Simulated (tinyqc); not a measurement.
Admittance spectroscopy and thermally stimulated current of one trap level in a depletion layer: one step, computed by the program tinyqc. Command: `OMP_NUM_THREADS=1 python tinyqc.py 3113101 3113102 out.jsonl admit walk`. One thread of a shared host (Intel(R) Xeon(R) Processor @ 2.30GHz), about 0.01 s of CPU time with the checks.

A Schottky junction on n-type material holds one donor-like electron trap; shallow donors are fully ionised and abrupt depletion edges are assumed.

Question. Temperature of the peak. N_c = 2 (2 pi m k_B T/h^2)^(3/2), v_th = sqrt(3 k_B T/m), emission rate e_n = sigma v_th N_c exp(-E_t/(k_B T)). Where the level crosses the Fermi level capture equals emission, so the trap follows the signal with the rate 2 e_n; G/omega peaks at omega = 2 e_n (the correction for large N_t/N is left out). Solve 2 e_n(T_p) = 2 pi f.

Inputs (values chosen for the exercise, modelled on n-type 4H-SiC): density-of-states mass m = 0.741 m_0; shallow doping N = 5.5e+15 1/cm^3; trap depth E_t below the band = 0.158 eV; capture cross section sigma = 7.3e-16 cm^2; test frequency f = 300 Hz.

Constants: k_B = 1.380649e-23 J/K; m_0 = 9.1093837015e-31 kg; h = 6.62607015e-34 J s; k_B = 8.617333262e-05 eV/K.

Give: peak temperature T_p; N_c at T_p; e_n at T_p; E_c - E_F = k_B T_p ln(N_c/N).

Answer.

peak temperature T_p = 108.5 K

N_c at T_p = 3.479e+18 1/cm^3

e_n at T_p = 942.5 1/s

E_c - E_F = k_B T_p ln(N_c/N) = 0.06028 eV
